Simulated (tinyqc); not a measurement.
Gas flow in a process chamber: flow regimes, conductance, effective pumping speed, pump-down, outgassing and purge: one step, computed by the program tinyqc.

Ideal gas, isothermal flow, a pump of constant speed at the end of a round pipe; process gas, volume gas and outgassing are given the same properties. 1 sccm = 101325 Pa x 1e-6 m^3/60 s x T/273.15 K.

Task: Molecular flow. Mean speed c = sqrt(8 k_B T/(pi m)); aperture conductance C_a = c pi d^2/16; molecular pipe C_m = C_a/(1 + 3 l/(4 d)) (Dushman form); viscous pipe C_v = pi d^4 p_mean/(128 eta l); Knudsen interpolation C = C_v + C_m (1 + x)/(1 + 1.24 x), x = d p_mean sqrt(m/(k_B T))/eta. Effective speed 1/S_eff = 1/S + 1/C_m; time constant V/S_eff; pressure at which the free path k_B T/(sqrt2 pi d_m^2 p) equals d.

Inputs (values chosen for the exercise, modelled on oxygen near room temperature):

| quantity | value | unit |
|---|---|---|
| molar mass M | 32 | g/mol |
| molecular diameter | 0.36 | nm |
| temperature T | 300 | K |
| chamber volume V | 91 | L |
| pipe diameter d | 25 | cm |
| pipe length l | 160 | cm |
| pump speed S | 1500 | L/s |

Constants: k_B = 1.380649e-23 J/K; u = 1.6605390666e-27 kg.

Give: mean speed c; C_a; C_m; S_eff in molecular flow; time constant; pressure where the free path equals d.

Result:

mean speed c = 445.5 m/s

C_a = 5467 L/s

C_m = 942.7 L/s

S_eff in molecular flow = 578.9 L/s

time constant = 0.1572 s

pressure where the free path equals d = 0.02877 Pa

The pipe passes on 39 % of the pump speed.
